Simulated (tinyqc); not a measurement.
# Bulk transistor, scale length and short-channel effects: two studies

A gate, an insulator of thickness ti and a depleted layer of depth ts on a conducting body. Below threshold the potential that source and drain add obeys Laplace's equation and vanishes on the gate and at the bottom of the depleted layer. Its lowest mode decays along the channel as exp(-k y); k is the smallest positive root of the matching condition at the interface, and the scale length is Lambda = pi/k.

Inputs (values chosen for the exercise); permittivities: semiconductor close to that of silicon, insulator close to that of silicon nitride:
- T = 300 K (temperature)
- eps_r = 11.6 (relative permittivity of the semiconductor)
- ei = 7.56 (relative permittivity of the insulator)
- ti = 1.3 nm (insulator thickness)
- ts = 19 nm (depletion depth)
- L = 40 nm (channel length)
- Vbi = 0.9 V (potential of the source)
- sT = 0.67 V (potential of the barrier top at threshold)
- Vds = 0.6 V (drain voltage)

Constants: q = 1.602176634e-19 C, kB = 1.380649e-23 J/K, Vt = kB T/q. Results are converted to the units shown.

Each table varies one quantity; the others keep the values above.

## Effect of the channel length

k is the smallest positive root of f(k) = eps_r sin(k ti) cos(k ts) + ei cos(k ti) sin(k ts). Along the channel psi(y) = s + a exp(y/l) + b exp(-y/l) with psi(0) = Vbi, psi(L) = Vbi + Vds and l = 1/k = Lambda/pi; with A = Vbi - s, B = A + Vds, x = exp(-L/l): a = (B - A x) x/(1 - x^2), b = (A - B x)/(1 - x^2). The minimum is s + 2 sqrt(a b), at y = (l/2) ln(b/a). The long-channel potential follows the gate as s = sT + (Vg - VTL)/m, and the threshold VT is the gate voltage at which the minimum equals sT. Swing = m Vt ln 10/g at threshold, g = d(minimum)/ds = 1 - (b x + a)/((1 + x) sqrt(a b)). DIBL = [VT(0.05 V) - VT(Vds)]/(Vds - 0.05 V). sT and Vbi are held fixed; m = 1 + eps_r ti/(ei ts) in each row.

The same in every row: Lambda (nm) = 20.96.

Results:
```
L (nm)	L/Lambda	VT - VTL at Vds = 0.05 V (mV)	VT - VTL at Vds (mV)	DIBL (mV/V)	swing (mV/decade)
23	1.097	-148.4	-269.2	219.6	106.1
27	1.288	-98.57	-177.0	142.6	92.78
33	1.574	-56.45	-100.1	79.35	81.42
39	1.861	-33.72	-59.22	46.37	75.20
47	2.242	-17.60	-30.65	23.73	70.73
56	2.672	-8.701	-15.07	11.58	68.24
79	3.769	-1.514	-2.610	1.992	66.21
94	4.484	-0.4903	-0.8444	0.6439	65.92
```

Estimate the missing row, L = 66 nm.

Computed row:
```
L (nm)	L/Lambda	VT - VTL at Vds = 0.05 V (mV)	VT - VTL at Vds (mV)	DIBL (mV/V)	swing (mV/decade)
66	3.149	-4.047	-6.988	5.347	66.92
```

With this row back in the table: From L = 23 to 94 nm, DIBL falls from 220 to 0.644 mV/V and the swing falls from 106 to 65.9 mV a decade (long-channel value 65.8). Between the last two rows the threshold shift at Vds decays with a length of 13.3 nm, against 2 Lambda/pi = 13.3 nm for a shift that goes as exp(-pi L/(2 Lambda)). DIBL first drops below 100 mV/V at L = 33 nm among the rows, L/Lambda = 1.6. For L = 23 to 27 nm L is under 1.5 Lambda, where higher modes, left out of the one-mode potential, count.

## Effect of the insulator thickness

Same model as above.

Effect of the insulator thickness:
```
ti (nm)	Lambda (nm)	L/Lambda	VT - VTL at Vds (mV)	DIBL (mV/V)	swing (mV/decade)
0.43	19.658	2.0348	-40.869	31.816	68.153
0.56	19.856	2.0145	-42.758	33.307	69.075
0.73	20.114	1.9887	-45.302	35.317	70.292
0.95	20.444	1.9566	-48.717	38.019	71.885
1.2	20.815	1.9217	-52.760	41.222	73.719
1.6	21.397	1.8694	-59.570	46.629	76.704
2.1	22.103	1.8097	-68.642	53.851	80.517
```

As ti goes from 0.43 to 2.1 nm, Lambda rises from 19.7 to 22.1 nm, DIBL rises from 31.8 to 53.9 mV/V and the swing rises from 68.2 to 80.5 mV a decade. On average Lambda goes as ti^(0.07).

Computed by the program tinyqc: `OMP_NUM_THREADS=1 python tinyqc.py 2420107 2420108 out.jsonl`, one thread of a shared Intel Xeon 2.30GHz, about 0.01 s for the whole run.
